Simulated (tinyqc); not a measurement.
Resonant-tunnelling diode, transfer matrices and Tsu-Esaki current: two steps of the calculation.

Emitter (band edge 0), barrier d1, well Lw, barrier d2, collector (edge -V). The bias drops linearly over these layers and none in the contacts; each layer is cut into ns equal slices, flat at the value of their centres. E is the energy of motion across the layers, C = hbar^2/(2 m0), psi and psi'/m are continuous. Transport is coherent, T(E) is taken as independent of the transverse momentum, and charge in the well is ignored.

Parameters, values chosen for the exercise; masses and offsets close to those of InGaAs wells and InP barriers: mass in the well, spacer and contacts mw = 0.04 m0; barrier height U1 = 0.24 eV; barrier mass m1 = 0.08 m0; emitter barrier d1 = 4.2 nm; well width Lw = 8.1 nm; collector barrier d2 = 4.2 nm; slices in each layer ns = 3; bias of the collector V = 0.026 V.

Constants: q = 1.602176634e-19 C, hbar = 1.054571817e-34 J s. Results are converted to the units shown.

Task 1. Slices under bias. U = edge of the layer - V x/Lt at the centre x of each slice, Lt the summed thickness.

Wanted: U; m; width.

Result 1.

| slice | U (eV) | m (m0) | width (nm) |
|---|---|---|---|
| 0 | 0.2389 | 0.08 | 1.400 |
| 1 | 0.2367 | 0.08 | 1.400 |
| 2 | 0.2345 | 0.08 | 1.400 |
| 3 | -0.0087 | 0.04 | 2.700 |
| 4 | -0.0130 | 0.04 | 2.700 |
| 5 | -0.0173 | 0.04 | 2.700 |
| 6 | 0.2195 | 0.08 | 1.400 |
| 7 | 0.2173 | 0.08 | 1.400 |
| 8 | 0.2151 | 0.08 | 1.400 |

Task 2. Breit-Wigner parameters from a parabola through 1/T(E). Near a resonance 1/T(E) = (1/Tp) [1 + (2 (E - Er)/G)^2]. With y = 1/T(E) at E0 - h, E0, E0 + h: a = (y1 + y3 - 2 y2)/(2 h^2), b = (y3 - y1)/(2 h), Er = E0 - b/(2 a), 1/Tp = y2 - b^2/(4 a), G = 2 sqrt(1/(Tp a)), tau = hbar/G.

three energies (eV): [0.037648, 0.037878, 0.038108]
T(E) at these energies: [0.70679701, 0.91783941, 0.51331597]

Give: Er; Tp; G; tau.

Result 2.

Er = 0.037826 eV
Tp = 0.94385
G = 0.61540 meV
tau = 1069.6 fs

The true maximum of T(E) lies at 0.037825 eV with height 0.9453 and full width 0.6124 meV; the fitted G is 0.50 % above that width.

Computed by the program tinyqc: `OMP_NUM_THREADS=1 python tinyqc.py 2600117 2600118 out.jsonl`, one thread of a shared Intel Xeon 2.30GHz, about 0.2 s for the whole run.
